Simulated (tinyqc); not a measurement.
Density of states of one tight-binding band on the simple cubic lattice: sweeps and comparisons. A value that a table varies takes the place of the one given here.

E(k) = -2 t (c1 + c2 + c3) - 4 t2 (c1 c2 + c2 c3 + c3 c1) with ci = cos(2 pi ki); k in fractions of the reciprocal vectors, mesh k_i = j/N with j = 0 .. N-1. Densities are per cell and per spin, so the band holds one state.

Each cube of the mesh, corners numbered 0 to 7 as the binary number (i j l), is cut into six tetrahedra around the diagonal 0-7: 0137, 0157, 0237, 0267, 0457, 0467. For corner energies e1 <= e2 <= e3 <= e4 and eij = ei - ej, the share of the tetrahedron below E is n = (E - e1)^3/(e21 e31 e41) for e1 < E < e2; n = [e21^2 + 3 e21 x + 3 x^2 - (e31 + e42) x^3/(e32 e42)]/(e31 e41) with x = E - e2 for e2 < E < e3; n = 1 - (e4 - E)^3/(e41 e42 e43) for e3 < E < e4; its density of states is g = dn/dE.

Gaussian broadening: g(E) = mean over the mesh of exp(-(E - E_k)^2/(2 sigma^2))/(sigma sqrt(2 pi)), n(E) = mean of erfc((E_k - E)/(sigma sqrt 2))/2.

Parameters, chosen for this exercise:
- t = 1.3 eV (nearest hopping)
- t2 = -0.09 eV (second hopping)
- N2 = 10 (mesh points along each axis in this comparison)
- sigma = 0.26 eV (Gaussian width)
- E = 0.94 eV (energy at which the density is wanted)

## Three ways to the same curve

N = N2 here; the reference is the linear method with N = 36.

g(E) (1/eV):
```
E (eV)  reference  linear tetrahedra  Gaussian, sigma  Gaussian, sigma/4  reference n(E)
-5.301      0.038              0.037            0.036              0.007           0.034
-3.883      0.067              0.067            0.075              0.122           0.107
-2.465      0.119              0.126            0.142              0.104           0.244
-1.047      0.113              0.117            0.158              0.317           0.408
0.372       0.109              0.112            0.140              0.183           0.565
1.790       0.106              0.111            0.103              0.129           0.717
3.208       0.062              0.062            0.031              0.000           0.838
4.626       0.040              0.040            0.027              0.017           0.908
6.044       0.027              0.027            0.040              0.116           0.955
7.463       0.016              0.014            0.018              0.003           0.986
```

How do the results move?

Root-mean-square errors against the reference: 0.0034 for linear tetrahedra, 0.0223 for sigma and 0.0802 for sigma/4. The narrow Gaussian is worse than the wide one, because it resolves the separate mesh levels. The reference is highest at -2.465 eV of the energies listed, and half filling lies between -1.047 and 0.372 eV.

## Convergence with the mesh

At the energy E; the plain count is the share of mesh points below E; the reference is the linear method with N = 36.

Results:
```
N   points  g linear  n linear  g Gaussian  n Gaussian  n plain count
4       64    0.1309    0.6513      0.0003      0.6562         0.6562
6      216    0.1210    0.6329      0.1847      0.5999         0.5833
8      512    0.1104    0.6303      0.0514      0.6297         0.6367
12    1728    0.1100    0.6279      0.1412      0.6214         0.6134
16    4096    0.1088    0.6273      0.1082      0.6267         0.6284
20    8000    0.1078    0.6269      0.1056      0.6269         0.6348
```

reference n and g: 0.6264  0.1074

What does this show?

The linear n(E) stays within 0.002 of the reference from N = 12 on. The Gaussian g still moves by more than 1 % between the last two meshes. At the last mesh it lies -0.002 1/eV from the reference g and the linear g 0.000. The plain count errs by +0.0083 at the last mesh.

## Critical points

The gradient vanishes at these points by symmetry; the signs of the eigenvalues of the second-derivative matrix give the type.

Critical points:
```
point                k   E (eV)  positive  negative     type
Gamma        (0, 0, 0)  -6.7200         3         0  minimum
X          (0.5, 0, 0)  -2.9600         2         1   saddle
M        (0.5, 0.5, 0)   2.2400         1         2   saddle
R      (0.5, 0.5, 0.5)   8.8800         0         3  maximum
```

What does this show?

Gamma is a minimum at -6.720 eV: its contribution to g starts as a square root. X is a saddle at -2.960 eV: g has a square-root kink there. M is a saddle at 2.240 eV: g has a square-root kink there. R is a maximum at 8.880 eV: its contribution to g ends as a square root.

## What moves the count of states

Linear method and Gaussian sum with N = 14. Each row changes one parameter from the base and keeps the others.

Results:
```
case             n linear  g linear (1/eV)  n Gaussian  g Gaussian (1/eV)
base               0.6276           0.1086      0.6240             0.0898
t = 1.43 eV        0.6163           0.0993      0.6150             0.0714
E = 1.07 eV        0.6417           0.1080      0.6366             0.1045
sigma = 0.52 eV    0.6276           0.1086      0.6259             0.1068
t2 = -0.025 eV     0.6114           0.1112      0.6109             0.0846
```

What can be read from the table?

The largest shifts from the base row, up to three for each result and ties (the steps differ in size, so this ranks the rows, not the parameters). n linear: t2 -0.0162, E +0.0141, t -0.0113; unchanged at the printed digits by sigma. g linear (1/eV): t -0.0092, t2 +0.0026, E -0.0006; unchanged at the printed digits by sigma. n Gaussian: t2 -0.0132, E +0.0126, t -0.0091. g Gaussian (1/eV): t -0.0184, sigma +0.0169, E +0.0147.

tinyqc: `OMP_NUM_THREADS=1 python tinyqc.py 1681741 1681742 out.jsonl`; about 0.3 s, one thread, shared Intel(R) Xeon(R) Processor @ 2.30GHz.
